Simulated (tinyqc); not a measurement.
From a target level to the width: type-II superlattice in the two-band Kane model. Five cases, with inputs chosen for the exercise.

Problem. Which width a puts the bottom of C1 at the energy below?

Motion along the axis, period d = a + b, c = hbar^2/2m0. Conduction and light-hole bands couple: (E - Ec)(E - Ev) = Ep c k^2 in each layer, with mass m(E) = (E - Ev)/Ep, which may be negative. The conduction envelope psi and psi'/m(E) are continuous; a layer carries them by [[cos kt, (m/k) sin kt], [-(k/m) sin kt, cos kt]] (cosh and sinh for k^2 < 0), and cos(q d) = tr(M_B M_A)/2. C1 is the first miniband above EvB, with its bottom at tr/2 = +1 and its top at -1; the gap is the bottom of C1 less the top heavy-hole level HH1.

Constants: hbar^2/2m0 = 3.80998211 eV angstrom^2.

Find: k in A; kappa in B; a.

Method. At q = 0 the state is even in both layers: (k/m_A) tan(k a/2) = (kappa/m_B) tanh(kappa b/2) with the masses at that energy; the first branch of the arctangent gives a.

Case 1.

Values chosen (near those of an InAs/GaSb superlattice; shifted at random, so the results belong to these values and not to a real crystal): b = 46 angstrom (layer B); EcA = 0 eV (conduction edge of A); EvA = -0.412 eV (valence edge of A); EcB = 1.001 eV (conduction edge of B); EvB = 0.177 eV (valence edge of B); EpA = 14.1 eV (coupling energy in A); EpB = 17.9 eV (coupling energy in B).

bottom of C1 = 0.383980 eV

Solution.

k in A = 0.07543 1/angstrom
kappa in B = 0.04327 1/angstrom
a = 30.0 angstrom

Case 2.

Values chosen (near those of an InAs/GaSb superlattice; shifted at random, so the results belong to these values and not to a real crystal): b = 49 angstrom (layer B); EcA = 0 eV (conduction edge of A); EvA = -0.416 eV (valence edge of A); EcB = 0.94 eV (conduction edge of B); EvB = 0.117 eV (valence edge of B); EpA = 14.3 eV (coupling energy in A); EpB = 18.1 eV (coupling energy in B).

bottom of C1 = 0.332789 eV

Solution.

k in A = 0.06763 1/angstrom
kappa in B = 0.04359 1/angstrom
a = 34.0 angstrom

Case 3.

Values chosen (near those of an InAs/GaSb superlattice; shifted at random, so the results belong to these values and not to a real crystal): b = 26 angstrom (layer B); EcA = 0 eV (conduction edge of A); EvA = -0.421 eV (valence edge of A); EcB = 0.961 eV (conduction edge of B); EvB = 0.159 eV (valence edge of B); EpA = 14.2 eV (coupling energy in A); EpB = 17.9 eV (coupling energy in B).

bottom of C1 = 0.315339 eV

Solution.

k in A = 0.06551 1/angstrom
kappa in B = 0.03847 1/angstrom
a = 31.0 angstrom

Case 4.

Values chosen (near those of an InAs/GaSb superlattice; shifted at random, so the results belong to these values and not to a real crystal): b = 44 angstrom (layer B); EcA = 0 eV (conduction edge of A); EvA = -0.422 eV (valence edge of A); EcB = 0.933 eV (conduction edge of B); EvB = 0.111 eV (valence edge of B); EpA = 14.4 eV (coupling energy in A); EpB = 18.2 eV (coupling energy in B).

bottom of C1 = 0.233435 eV

Solution.

k in A = 0.05281 1/angstrom
kappa in B = 0.03515 1/angstrom
a = 47.0 angstrom

Case 5.

Values chosen (near those of an InAs/GaSb superlattice; shifted at random, so the results belong to these values and not to a real crystal): b = 34 angstrom (layer B); EcA = 0 eV (conduction edge of A); EvA = -0.415 eV (valence edge of A); EcB = 0.924 eV (conduction edge of B); EvB = 0.107 eV (valence edge of B); EpA = 14.2 eV (coupling energy in A); EpB = 18 eV (coupling energy in B).

bottom of C1 = 0.224235 eV

Solution.

k in A = 0.05147 1/angstrom
kappa in B = 0.03459 1/angstrom
a = 46.0 angstrom

Computed by tinyqc, one run a case: `OMP_NUM_THREADS=1 python tinyqc.py N N+1 out.jsonl` with N = 1280966, 1280984, 1281045, 1281136, 1281160; one thread of a shared Intel(R) Xeon(R) Processor @ 2.30GHz, about 0.06 s a run at most.
